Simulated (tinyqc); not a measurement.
Changing the donor depth E_D: charge neutrality of a doped semiconductor with incomplete ionisation. Computed by tinyqc, a small Python program. Command: `OMP_NUM_THREADS=1 python tinyqc.py 3009641 3009642 out.jsonl dopant sweep`. One thread of a shared host (Intel(R) Xeon(R) Processor @ 2.30GHz), about 0.04 s of CPU time with the checks.

Energies are counted from the top of the valence band; E_D is measured down from the conduction band and E_A up from the valence band.

Inputs (values chosen for the exercise, modelled on CdTe): gap at 0 K E_g0 = 1.59 eV; Varshni alpha = 0.000311 eV/K; Varshni beta = 104 K; electron mass m_e = 0.0922 m_0; valleys M_c = 1; hole mass m_h = 0.609 m_0; donor density N_D = 2e+14 cm^-3; donor degeneracy g_D = 2; temperature T = 77 K; iteration cap = 60.

Doping: n-type. Statistics of the bands: Fermi-Dirac. Solver: Newton steps on the logarithm. Start of Newton steps: intrinsic level E_i.

Constants: m_0 = 9.1093837015e-31 kg; k_B = 1.380649e-23 J/K; h = 6.62607015e-34 J s; k_B = 8.617333262e-05 eV/K.

Method:
- E_g = E_g0 - alpha T^2/(T + beta).
- N_c = 2 M_c (2 pi m_e k_B T/h^2)^(3/2) and N_v = 2 (2 pi m_h k_B T/h^2)^(3/2), masses in units of m_0.
- n_i = sqrt(N_c N_v) exp(-E_g/(2 k_B T)); E_i = E_g/2 + (k_B T/2) ln(N_v/N_c).
- n = N_c F_1/2((E_F - E_g)/k_B T), p = N_v F_1/2(-E_F/k_B T).
- F_1/2(eta) = (2/sqrt(pi)) int_0^infinity sqrt(x)/(1 + exp(x - eta)) dx, by the trapezoid rule in t = sqrt(x) with step 0.02 up to t = 12 (for eta < -12 by exp(eta) - exp(2 eta)/2^(3/2)).
- N_D+ = N_D/(1 + g_D exp((E_F - E_g + E_D)/k_B T)).
- Neutrality: p + N_D+ = n + N_A-; the log ratio is ln[(p + N_D+)/(n + N_A-)].
- Newton steps from the start named, with the slope from a central difference of 1e-6 eV; the function is the log ratio y = ln[(p + N_D+)/(n + N_A-)]; the bracket -0.3 to E_g + 0.3 eV is narrowed by the sign of y at each step, and a step that would leave it is replaced by its midpoint; stop when |log ratio| < 1e-9.

One run for each value; columns: (1) donor depth E_D (eV); (2) majority density n (cm^-3); (3) ionised share of the donors; (4) distance of E_F from the majority band edge (eV):
```
(1)            (2)         (3)      (4)
0.0050  1.9817e+14  9.9086e-01  0.04069
0.0093  1.9656e+14  9.8281e-01  0.04075
0.0170  1.8977e+14  9.4886e-01  0.04098
0.0610  2.8249e+13  1.4124e-01  0.05362
0.1100  7.5804e+11  3.7902e-03  0.07763
0.2100  4.0545e+08  2.0272e-06  0.12762
0.4000  2.4549e+02  1.2274e-12  0.22262
```

Give the missing row, donor depth E_D (eV) = 0.0330.

Computed row; columns: (1) donor depth E_D (eV); (2) majority density n (cm^-3); (3) ionised share of the donors; (4) distance of E_F from the majority band edge (eV):
```
(1)            (2)         (3)      (4)
0.0330  1.3891e+14  6.9457e-01  0.04305
```

Interpolating between the two neighbouring rows (the first column on a logarithmic scale, the others too where they are positive) misses most in ionised share of the donors, by 49 %. Over the rows, majority density n (cm^-3) falls from 1.98e14 to 245 (exponent d ln y / d ln x -0.013 between the first rows and -22 between the last); ionised share of the donors falls from 0.991 to 1.23e-12 (exponent d ln y / d ln x -0.013 between the first rows and -22 between the last); distance of E_F from the majority band edge (eV) rises from 0.0407 to 0.223 (exponent d ln y / d ln x 0.0021 between the first rows and 0.86 between the last).

Caution (rows 0.400): so few free carriers remain that hopping between impurities, left out here, would carry any current.
